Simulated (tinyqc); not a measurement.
Thin-film transistor with exponential tail and deep states, accumulation layer: two steps of the calculation.

An undoped film in accumulation, thicker than the space-charge layer. With band bending psi the Fermi level lies E0 - psi below the band edge. Free electrons n = n0 exp(psi/Vt) carry the current; electrons in two exponential distributions of traps, a = a0 exp(psi/Va) and d = d0 exp(psi/Vp), do not. Linear regime, ohmic contacts, traps in equilibrium.

Inputs (values chosen for the exercise); values close to those of amorphous silicon: temperature T = 250 K; relative permittivity of the semiconductor eps_r = 11.8; density of extended states Nc = 4.4e19 cm^-3; total density of tail states Nt = 6.3e19 cm^-3; characteristic temperature of the tail Tt = 340 K; total density of deep states Nd = 5.4e17 cm^-3; characteristic temperature of the deep states Td = 1200 K; bulk Fermi level below the band edge E0 = 0.43 eV; gate capacitance Ci = 100 nF/cm^2; gate voltage above flat band Vg = 4 V.

Constants: q = 1.602176634e-19 C, kB = 1.380649e-23 J/K, Vt = kB T/q, eps0 = 8.8541878128e-14 F/cm where lengths are in cm. Results are converted to the units shown.

Problem 1. Bulk densities. Va = kB Tt/q, Vp = kB Td/q; n0 = Nc exp(-E0/Vt), a0 = Nt th(T/Tt) exp(-E0/Va), d0 = Nd th(T/Td) exp(-E0/Vp), th(x) = pi x/sin(pi x).

Give: Va; Vp; th(T/Tt); n0; a0; d0.

Solution 1.

Va = 0.02930 V
Vp = 0.1034 V
th(T/Tt) = 3.126
n0 = 9.441e10 cm^-3
a0 = 8.327e13 cm^-3
d0 = 9.077e15 cm^-3

Problem 2. Surface potential by Newton steps. Va = kB Tt/q, Vp = kB Td/q. G(psi) = sum over the three kinds of c0 [V (exp(psi/V) - 1) - psi], field F = sqrt(2 q G/(eps0 eps_r)); Vg = psi + eps0 eps_r F/Ci at the surface. f = psi + eps0 eps_r F/Ci - Vg, f' = 1 + q rho/(Ci F) with rho = sum c0 (exp(psi/V) - 1); psi(new) = psi - f/f'.

psi at the start = 0.48 V
n0 = 9.4413522e10 cm^-3
a0 = 8.3265428e13 cm^-3
d0 = 9.0768415e15 cm^-3

Give: F; f; f'; psi after iteration 1.

Solution 2.

F = 3569 kV/cm
f = 33.77 V
f' = 689.6
psi after iteration 1 = 0.4310 V

tinyqc, about 0.02 s, one thread, Intel Xeon 2.30GHz (shared host): `OMP_NUM_THREADS=1 python tinyqc.py 2610002 2610003 out.jsonl`
